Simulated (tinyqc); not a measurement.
What each parameter does: dielectric confinement in a thin film (image charges).

A film |z| < t/2 of dielectric constant eps between half-spaces of dielectric constant e2; lam = (eps - e2)/(eps + e2), q = e^2/(4 pi eps0). The self-energy of a band edge is taken with the high-frequency value, e2 = eh, and the field of a fixed ion with the static one, e2 = eo. A charge at z has images lam^|n| at n t + (-1)^n z. Its self-energy is S(z) = (q/2 eps) sum over n >= 1 of lam^n [1/(n t - 2z) + 1/(n t + 2z)] for odd n and 2 lam^n/(n t) for even n; at the centre S(0) = -(q/(eps t)) ln(1 - lam).

Donor at the centre, lam from the static eo, trial function cos(pi z/t) exp(-rho/l): E(l) = c/(m l^2) - (q/eps) times the integral over k of F(k t) (1 + (k l/2)^2)^(-3/2), with F(x) = F0 + 2 lam exp(-x) G/(1 - lam exp(-x)), F0 = 2[(1 - exp(-x/2))/x + x (1 + exp(-x/2))/(x^2 + 4 pi^2)], G = 2 sinh(x/2)[1/x - x/(x^2 + 4 pi^2)]; c = hbar^2/2m0. The binding energy is -E at the minimum, counted from the subband edge with its self-energy.

Constants: e^2/(4 pi eps0) = 14.39964547 eV angstrom; hbar^2/2m0 = 3.80998211 eV angstrom^2; Ry = 13.60569312 eV.

Values chosen for the exercise (near those of a Ge film between layers of Al2O3; shifted at random, so the results belong to these values and not to a real crystal):
- t = 40 angstrom (film thickness)
- eps = 16.4 (dielectric constant of the film)
- eh = 3 (high-frequency dielectric constant outside)
- eo = 9 (static dielectric constant outside)
- m = 0.149 m0 (mass in the plane)

<S> is the mean over (2/t) cos^2(pi z/t).

Results for these values:
```
case,lam from eh,<S> (meV),binding (meV),l (angstrom)
base,0.691,29.1,31.1,39.0
```

What happens to each result for m = 0.179 m0, all else kept?

Answer: lam from eh does not change at the printed digits; <S> does not change at the printed digits; binding rises from 31.1 to 34.3; l falls from 39.0 to 34.4.

The same for each parameter in turn:
```
case,lam from eh,<S> (meV),binding (meV),l (angstrom)
base,0.691,29.1,31.1,39.0
t = 34 angstrom,0.691,34.3,33.5,37.1
eps = 14.8,0.663,30.0,33.9,36.8
eo = 12.6,0.691,29.1,24.1,40.9
eh = 3.9,0.616,24.0,31.1,39.0
m = 0.179 m0,0.691,29.1,34.3,34.4
```

Program tinyqc; command `OMP_NUM_THREADS=1 python tinyqc.py 1281315 1281316 out.jsonl`; about 0.09 s on one thread of a shared Intel(R) Xeon(R) Processor @ 2.30GHz.
